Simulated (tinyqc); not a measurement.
Permittivity and interface capacitance from two thicknesses.

Question. 1/C = t/(eps0 ek) + 2/ci for planar capacitors that differ only in thickness. Find ek, ci and the EOT of the interfaces, 2 x 3.9 eps0/ci.

Constants: eps0 = 8.8541878128e-14 F/cm where lengths are in cm. Results are converted to the units shown.

C at t = 7.2 and 22 nm (uF/cm^2): 8.8662920  2.9367284

Answer. 1/C is a straight line in t: the slope gives ek and the intercept 2/ci. A single thickness would give only the effective permittivity; when the interfaces are a small part of 1/C, ci needs very accurate data.

ek = 73.40
ci = 1000 uF/cm^2
EOT of the interfaces = 0.006906 nm

Numbers from tinyqc (`OMP_NUM_THREADS=1 python tinyqc.py 2102143 2102144 out.jsonl`; about 0.01 s on one thread of a shared Intel Xeon 2.30GHz).
